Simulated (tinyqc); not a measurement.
Low-temperature mobility of a two-dimensional electron gas with static screening: one step, computed by the program tinyqc. Command: `OMP_NUM_THREADS=1 python tinyqc.py 3022505 3022506 out.jsonl twodeg walk`. One thread of a shared host (Intel(R) Xeon(R) Processor @ 2.30GHz), about 0.01 s of CPU time with the checks.

One subband is filled, the gas is degenerate and scatters at the Fermi circle; one permittivity serves on both sides of the interface. All formulas are in SI units, masses times m_0. Piezoelectric and polar phonons are left out, and n_s is taken as set by a gate, independent of N_i.

Question. Remote charges. Form factors with u = q/b: screening G(q) = [1 + 9u/8 + 3u^2/8]/(1 + u)^3, remote charge P(q) = exp(-q d)/(1 + u)^3. Dielectric function eps(q) = 1 + q_TF G(q)/q, with q = 2 k_F sin(theta/2). Remote charges: <|U|^2> = N_i [e^2 P(q)/(2 eps eps_0 q)]^2. 1/tau_t = (m/(pi hbar^3)) int_0^pi (1 - cos theta) <|U|^2>/eps(q)^2 dtheta; the quantum rate 1/tau_q drops the factor (1 - cos theta); 200 Gauss-Legendre points in s with theta = pi s^2, s from 0 to 1; mu = e tau_t/m.

Inputs (values chosen for the exercise, modelled on a silicon inversion layer):
```
quantity                                        value    unit
in-plane mass m                                 0.189     m_0
permittivity eps                                 11.7       -
roughness height Delta                           0.67      nm
correlation length Lambda                         7.8      nm
remote charge density N_i                     1.9e+11  1/cm^2
distance d of the charges from the interface      1.6      nm
```

Wave function: Fang-Howard. Roughness spectrum: Gaussian.

k_F = 0.5137059 1/nm

b = 1.952888 1/nm

q_TF = 1.221054 1/nm

effective field F = 0.7361779 MV/cm

Constants: m_0 = 9.1093837015e-31 kg; hbar = 1.054571817e-34 J s; e = 1.602176634e-19 C; eps_0 = 8.8541878128e-12 F/m.

Give: tau_t, charges; tau_q, charges; remote-charge mobility; tau_t/tau_q, charges.

Answer.

tau_t, charges = 29.612 ps

tau_q, charges = 3.3470 ps

remote-charge mobility = 2.7556e+05 cm^2/(V s)

tau_t/tau_q, charges = 8.8473
